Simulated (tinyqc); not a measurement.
Energy against coordination: Tersoff bond-order potential. Computed by tinyqc, a small Python program. Command: `OMP_NUM_THREADS=1 python tinyqc.py 3004723 3004724 out.jsonl tersoff walk`. One thread of a shared host (Intel(R) Xeon(R) Processor @ 2.30GHz), about 0.01 s of CPU time with the checks.

E = (1/2) sum_(i, j != i) [A exp(-lambda r_ij) - b_ij B exp(-mu r_ij)], b_ij = (1 + (beta zeta_ij)^n)^(-1/(2n)), zeta_ij = sum_(k != i, j) g(theta_ijk), g = 1 + c^2/d^2 - c^2/(d^2 + (h - cos theta)^2), with theta at atom i. Only nearest neighbours count (cut-off function 1 for them, 0 beyond).

Inputs (values chosen for the exercise, modelled on silicon): A = 1823 eV; B = 476.27 eV; lambda = 2.4799 1/angstrom; mu = 1.7322 1/angstrom; beta = 1.07e-06; n = 0.7916; c = 98220; d = 16.31; h = -0.6109.

Method. Angles seen from one bond (cos theta: count): chain -1: 1; graphitic -1/2: 2; diamond -1/3: 3; square net 0: 2, -1: 1; simple cubic 0: 4, -1: 1; bcc 1/3: 3, -1/3: 3, -1: 1; fcc 1/2: 4, 0: 2, -1/2: 4, -1: 1. With z equal bonds of order b, r = ln(lambda A/(mu b B))/(lambda - mu) and E per atom = -(z/2) b B exp(-mu r)(1 - mu/lambda).

Relaxed structures:
```
structure      z        zeta       b  r (angstrom)  E per atom (eV)  E per bond (eV)
dimer          1           0  1.0000        2.2751          -1.3951          -2.7902
chain          2  2.0629e+04  0.9703        2.3154          -2.5248          -2.5248
graphitic      3  3.3552e+03  0.9927        2.2848          -4.0854          -2.7236
diamond        4  3.1503e+04  0.9591        2.3309          -4.8589          -2.4294
square net     4  1.2224e+05  0.8913        2.4290          -3.8098          -1.9049
simple cubic   6  2.2386e+05  0.8381        2.5113          -4.6597          -1.5532
bcc            8  4.1556e+05  0.7656        2.6324          -4.6013          -1.1503
fcc           12  7.9882e+05  0.6705        2.8098          -4.4455          -0.7409
```

What does the comparison show, and why?

The lowest are diamond, simple cubic and bcc, the first two 0.199 eV apart. The bond order falls from 1 to 0.670 and the bond weakens from -2.79 to -0.74 eV, as b^(lambda/(lambda - mu)) with exponent 3.32. With the same z = 4 the square net lies 1.05 eV above diamond, from its angles alone. Caution: in bcc and other dense structures second neighbours can fall inside the usual cut-off; they are left out here.

Extremes, crossings and ranges named in words are read from the listed rows.
